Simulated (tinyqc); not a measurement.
Inside a calculation. Model: collinear exchange A + BC -> AB + C on a London-Eyring-Polanyi-Sato surface: saddle, string of images and rate. Computed by tinyqc, a small Python program that keeps every step. Command: `OMP_NUM_THREADS=1 python tinyqc.py 3112412 3112413 out.jsonl leps walk`. One thread of a shared host (Intel(R) Xeon(R) Processor @ 2.30GHz), about 0.05 s of CPU time with the checks. Intermediate numbers are printed to about 5 digits and carried at full precision; extremes and crossings named in words are read from the listed rows.

x = r(AB), y = r(BC), r(AC) = x + y. V is counted from separated atoms, the barrier from A + BC, that is V + D(BC).

Inputs (values chosen for the exercise, for a model exchange):
```
quantity            value           unit
D(AB)                3.64             eV
r0(AB)               1.13       angstrom
beta(AB)             1.61     1/angstrom
D(BC)                 3.2             eV
r0(BC)              0.841       angstrom
beta(BC)             1.79     1/angstrom
D(AC)                3.22             eV
r0(AC)              0.908       angstrom
beta(AC)             1.88     1/angstrom
Sato parameter S     0.13              -
mass of A              35              u
mass of B           2.014              u
mass of C              12              u
temperature T         700              K
step of the string  0.015  angstrom^2/eV
```

Constants: nu for 1 eV/(angstrom^2 u) = 15.6333042 THz; h x 1 THz = 4.135667696 meV; k_B = 1.380649e-23 J/K; u = 1.6605390666e-27 kg; k_B = 8.617333262e-05 eV/K.

## One point of the surface

For each pair, with u = exp(-beta (r - r0)): Q = D [(3 + S) u^2 - (2 + 6 S) u]/(4 (1 + S)), J = D [(1 + 3 S) u^2 - (6 + 2 S) u]/(4 (1 + S)); V = Q1 + Q2 + Q3 - sqrt(((J1 - J2)^2 + (J2 - J3)^2 + (J3 - J1)^2)/2). Take x = r0(AB) + 0.3 and y = r0(BC) + 0.1 angstrom.

Pair terms:
```
pair        u    Q (eV)   J (eV)
AB    0.61693  -0.42180  -2.6841
BC    0.83611  -0.09648  -3.0176
AC    0.06390  -0.11745  -0.2809
```

V = -3.2218 eV

## Relaxing the string

String of 9 images between the fixed ends (r0(AB) + 2, r0(BC)) and (r0(AB), r0(BC) + 2), started on the two straight legs through (r0(AB) + 0.3, r0(BC) + 0.3): each iteration moves the inner images by -step x gradient (central differences) and spaces them evenly again along the broken line (coordinates are kept between 0.2 and 8 angstrom); stop when no coordinate changes by more than 1e-5 angstrom, at most 400 iterations.

Course:
```
iteration  highest inner image above A + BC (eV)  largest move (angstrom)
1                                        0.22556               2.9733e-02
2                                        0.18332               2.7128e-02
3                                        0.14858               2.4063e-02
4                                        0.12100               2.0884e-02
5                                        0.09983               1.7817e-02
6                                        0.08407               1.4989e-02
7                                        0.07265               1.2463e-02
...                                          ...                      ...
46                                       0.04734               2.2998e-05
47                                       0.04734               1.9615e-05
48                                       0.04733               1.6728e-05
49                                       0.04733               1.4264e-05
50                                       0.04733               1.2161e-05
51                                       0.04733               1.0368e-05
52                                       0.04733               8.8378e-06
```

Images at the end:
```
image  x (angstrom)  y (angstrom)  V + D(BC) (eV)
0            3.1300        0.8410         0.01133
1            2.6726        0.8426         0.02238
2            2.2153        0.8482         0.04026
3            1.7589        0.8778         0.04733
4            1.3364        1.0530        -0.09857
5            1.1546        1.4696        -0.32053
6            1.1336        1.9263        -0.39434
7            1.1307        2.3836        -0.42137
8            1.1300        2.8410        -0.43210
```

last move = 8.8378e-06 angstrom

Converged in 52 iterations.

## Saddle by Newton steps

From the highest inner image, z -> z - H^-1 g with gradient g and Hessian H by central differences, steps capped at 0.15 angstrom, 12 steps.

The first seven points:
```
step       x        y  V + D(BC) (eV)  |g| (eV/angstrom)
0     1.7589  0.87782        0.047334         5.4631e-02
1     1.8478  0.86521        0.050154         3.7054e-02
2     1.8774  0.86446        0.050280         2.3391e-03
3     1.8789  0.86446        0.050281         5.5201e-06
4     1.8789  0.86446        0.050281                  0
5     1.8789  0.86446        0.050281                  0
6     1.8789  0.86446        0.050281                  0
```

saddle (x, y) (angstrom): 1.8789  0.8645

barrier = 0.050281 eV

Hessian (eV/angstrom^2):
```
        x       y
x  -0.193   1.496
y   1.496  17.149
```

The highest image lies 2.9 meV below the saddle. Stretches at the saddle: AB 0.749, BC 0.023 angstrom, for a reaction energy D(BC) - D(AB) = -0.44 eV: an early barrier for an exothermic step.

## Frequencies at the saddle

Wilson matrix G = [[1/m_A + 1/m_B, -1/m_B], [-1/m_B, 1/m_B + 1/m_C]]; eigenvalues lambda of G H give nu = 15.6333042 THz x sqrt(|lambda|), the negative one being imaginary. Reactant: nu_BC from k = 2 D beta^2 and 1/m_B + 1/m_C. Skew angle: cos = sqrt(m_A m_C/((m_A + m_B)(m_B + m_C))).

imaginary frequency = 3.0571 THz

real frequency at the saddle = 45.298 THz

nu_BC = 53.908 THz

skew angle = 25.864 degrees

## Transition-state rate

One-dimensional rate constant without tunnelling, k = sqrt(k_B T/(2 pi mu)) [sinh(h nu_BC/(2 k_B T))/sinh(h nu_s/(2 k_B T))] exp(-barrier/(k_B T)) with mu = m_A (m_B + m_C)/(m_A + m_B + m_C); Wigner factor 1 + (h nu_i/(k_B T))^2/24; adiabatic barrier = barrier + h (nu_s - nu_BC)/2.

adiabatic barrier = 0.032476 eV

rate constant k = 18130 cm/s

Wigner factor = 1.0018

Caution: the adiabatic barrier is below k_B T, so the saddle is a poor dividing surface.

## Rate against temperature

The formulas are those given above.

Rates; the last column is k_B T^2 d ln k/dT:
```
T (K)  k (cm/s)  Wigner factor  activation energy (eV)
300        5674         1.0100                 0.04550
400        8990         1.0056                 0.05018
550       13732         1.0030                 0.05780
750       19524         1.0016                 0.06840
1000      26029         1.0009                 0.08146
1400      35128         1.0005                 0.10140
2000      46640         1.0002                 0.12971
```

The activation energy goes from 0.045 eV at 300 K, near the adiabatic barrier plus k_B T/2 (0.045), to 0.130 eV at 2000 K; the classical limit is the barrier plus k_B T/2 (0.136).

Checks made by the program: V for A far away against -D(BC) (relative difference below 1e-10).
